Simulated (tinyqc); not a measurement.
Weakening the contact bond: metal-induced gap states at the contact of a metal chain and a two-band chain.

The semiconductor alternates sites A at -Eg/2 and C at +Eg/2 with hopping -t; the gap runs from -Eg/2 to Eg/2. In the gap cosh(q a) = 1 + (Eg^2/4 - E^2)/(2 t^2) and the amplitude changes by -exp(-q a) a period. The metal has site energy 0 and hopping -tm; its end site has g_m = (E - i sqrt(4 tm^2 - E^2))/(2 tm^2). Sites 1, 2, ... count into the semiconductor, with energies e1, e2 alternating. The clean half chain has g1 = 1/(E - e1 - t^2 g2), g2 = 1/(E - e2 - t^2 g1), decaying root. With the contact G11 = 1/(1/g1 - tc^2 g_m), and the density on site j is -Im G_jj/pi = |psi_j/psi_1|^2 (-Im G11/pi), per spin, with psi_2/psi_1 = -t g2, psi_3/psi_2 = -t g1.

Constants: e^2/(4 pi eps0) = 14.39964547 eV angstrom.

Values chosen for the exercise (gap and optical dielectric constant near those of Si; the chain itself is a model; the results hold for these values, not for the real material):

| symbol | value | unit | meaning |
|---|---|---|---|
| Eg | 1.11 | eV | gap |
| t | 2.33 | eV | hopping in the semiconductor |
| tm | 2.64 | eV | hopping in the metal |
| end | A |  | site that touches the metal |
| a | 3.84 | angstrom | period (two sites); one chain for each area a^2 |
| eps | 11.9 |  | dielectric constant |
| E | 0.11 | eV | energy from mid-gap |

At the given E, tc is varied, as by a thin spacer. xi = 1/(2q), N = 2 (summed density)/a^2, S = 1/(1 + 4 pi e^2 N xi/eps) with xi and eps kept.

Against tc:

| tc (eV) | D1 (1/eV) | summed density (1/eV) | S |
|---|---|---|---|
| 0.10 | 0.00012 | 0.00069 | 0.9884 |
| 0.25 | 0.00074 | 0.00432 | 0.9317 |
| 0.50 | 0.00294 | 0.01726 | 0.7731 |
| 0.80 | 0.00751 | 0.04406 | 0.5718 |
| 1.20 | 0.01659 | 0.09726 | 0.3769 |
| 1.80 | 0.03372 | 0.19772 | 0.2293 |
| 2.50 | 0.04851 | 0.28448 | 0.1714 |
| 3.50 | 0.04740 | 0.27795 | 0.1747 |

For a weak bond the density goes as tc^2 (ratio 6.25 between 0.25 and 0.1 eV, against 6.25). It is largest at tc = 2.5 eV among these rows and falls beyond, as the first site pairs off with the metal. S is 0.988 at 0.1 eV and has its least value, 0.171, in that row.

Run: tinyqc, `OMP_NUM_THREADS=1 python tinyqc.py 1451722 1451723 out.jsonl`; Intel(R) Xeon(R) Processor @ 2.30GHz, one thread, shared host; about 0.01 s of CPU time with all checks.
